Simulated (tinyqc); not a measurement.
# Configuration-coordinate model of a defect: Huang-Rhys factor and luminescence line shape, step by step

A worked calculation. Computed by tinyqc, a small Python program that keeps every step. Command: `OMP_NUM_THREADS=1 python tinyqc.py 3018489 3018490 out.jsonl ccline walk`. One thread of a shared host (Intel(R) Xeon(R) Processor @ 2.30GHz), about 0.02 s of CPU time with the checks. Intermediate numbers are printed to about 5 digits and carried at full precision; extremes and crossings named in words are read from the listed rows.

Ground state E_g(Q) = (1/2) omega_g^2 Q^2; excited state E_e(Q) = E_0 + (1/2) omega_e^2 (Q - dQ)^2 with omega_e = omega_g and E_0 = E_ZPL. Q is mass-weighted; the dipole does not depend on Q (Condon approximation).

Inputs (values chosen for the exercise, for a model defect): zero-phonon energy E_ZPL = 1.17 eV; displacement dQ = 0.439 u^(1/2) angstrom; ground-state phonon hbar omega_g = 26.3 meV; temperature T = 400 K; refractive index n_r = 3.09; transition dipole mu = 2.3 e angstrom; quenching prefactor nu_0 = 9e+12 1/s.

Modes: equal frequencies in both states.

Constants: hbar^2/u = 4.18015928e-03 eV angstrom^2; k_B = 8.617333262e-05 eV/K; hbar = 6.582119569e-16 eV s; e = 1.602176634e-19 C; eps_0 = 8.8541878128e-12 F/m; hbar = 1.054571817e-34 J s; c = 299792458 m/s.

## Huang-Rhys factors and vertical energies

S = hbar omega dQ^2/(2 hbar^2/u) for each state; relaxation energy S hbar omega; absorption at E_0 + S_e hbar omega_e, emission at E_0 - S_g hbar omega_g; the Stokes shift is their difference.

S_g = 0.60626

S_e = 0.60626

relaxation energy, ground state = 0.015945 eV

relaxation energy, excited state = 0.015945 eV

vertical absorption energy = 1.1859 eV

vertical emission energy = 1.1541 eV

Stokes shift = 0.031889 eV

The coupling is weak: at low temperature the zero-phonon line is the strongest line.

## Emission lines at zero temperature

From the lowest excited level the line to ground level n lies at E_ZPL - n hbar omega_g with Franck-Condon weight exp(-S) S^n/n!; the emitted intensity carries a further factor E^3. S = S_g; up to eleven lines, of positive energy only, from n = max(0, integer part of S - 5).

Lines:
```
n   energy (eV)      weight  intensity / largest
0        1.1700  5.4538e-01           1.0000e+00
1        1.1437  3.3065e-01           5.6629e-01
2        1.1174  1.0023e-01           1.6009e-01
3        1.0911  2.0255e-02           3.0121e-02
4        1.0648  3.0700e-03           4.2431e-03
5        1.0385  3.7225e-04           4.7730e-04
6        1.0122  3.7613e-05           4.4656e-05
7        0.9859  3.2577e-06           3.5739e-06
8        0.9596  2.4688e-07           2.4974e-07
9        0.9333  1.6630e-08           1.5478e-08
10       0.9070  1.0082e-09           8.6123e-10
```

The weight peaks at n = 0 and the intensity at n = 0.

## Band at temperature T

Overlaps <m_e|n_g> of harmonic-oscillator functions (Hermite recursion, positive leading coefficients) by a sum over an even grid (700 points from x = -9 to 9 + d for the small table, 1500 points from -16 to 16 + d for the thermal sums), with x = Q sqrt(omega_g/hbar), d = sqrt(2 S_g) and frequency ratio omega_e/omega_g. Initial levels m = 0..24 carry Boltzmann weights exp(-m hbar omega_e/k_B T), normalised; final levels n = 0..79; a line lies at E_ZPL + m hbar omega_e - n hbar omega_g with weight w_m <m|n>^2. Moments are taken over these weights without the E^3 factor; FWHM = 2 sqrt(2 ln 2) x standard deviation; the zero-phonon weight is the sum of w_m <m|m>^2.

mean emission energy = 1.1541 eV

FWHM from the second moment = 0.079926 eV

zero-phonon weight = 0.32115

skewness = -0.28206

Caution: for small S the spectrum is a set of resolved lines, and a Gaussian width has little meaning.

## Crossing, radiative lifetime and thermal quenching

The curves cross at the root Q_c nearest dQ; the barrier is (1/2) omega_e^2 (Q_c - dQ)^2, with (1/2) omega^2 = (hbar omega)^2/(2 hbar^2/u). k_r = n_r omega^3 mu^2/(3 pi eps_0 hbar c^3) at the vertical emission energy, without local-field correction; k_nr = nu_0 exp(-barrier/k_B T) (Mott-Seitz); yield = k_r/(k_r + k_nr); T_1/2 = barrier/(k_B ln(nu_0/k_r)).

Q_c = 16.326 u^(1/2) angstrom

classical barrier = 20.882 eV

radiative lifetime = 10.484 ns

luminescence yield = 1

quenching temperature T_1/2 = 21155 K

The barrier is so high that this route does not halve the yield below 1000 K. Caution: the curves cross far outside the range of the harmonic model, so the barrier and T_1/2 have no quantitative meaning.

## Width and zero-phonon weight against temperature

For comparison: FWHM(0) sqrt(coth(hbar omega_e/2 k_B T)) with FWHM(0) from the first row, and exp(-S_g coth(hbar omega_e/2 k_B T)).

Against temperature:
```
T (K)  mean energy (eV)  FWHM (eV)  coth law (eV)  zero-phonon weight  exp(-S coth)
15               1.1541   0.048222       0.048222             0.54538       0.54538
46               1.1541   0.048285       0.048285             0.54478       0.54452
92               1.1541   0.050003       0.050003             0.52857       0.52107
150              1.1541   0.054998       0.054998             0.48384       0.45448
240              1.1541   0.064321       0.064321             0.41116       0.34005
370              1.1541   0.077164       0.077164             0.33446       0.21174
520              1.1541   0.090278       0.090278             0.27936       0.11945
```

The width grows by a factor 1.87, flat while k_B T is well below hbar omega and as sqrt(T) above; for equal frequencies the coth law is exact. The mean energy stays fixed, as it must for equal frequencies. The zero-phonon weight goes from 0.545 to 0.279; the single exponential assumes equal frequencies, leaves out lines that absorb and emit the same number of phonons, and falls to 0.119.

Checks made by the program: grid overlaps at equal frequencies against the Poisson weights (relative difference below 1e-10); width at T against the coth law (relative difference 5e-08).
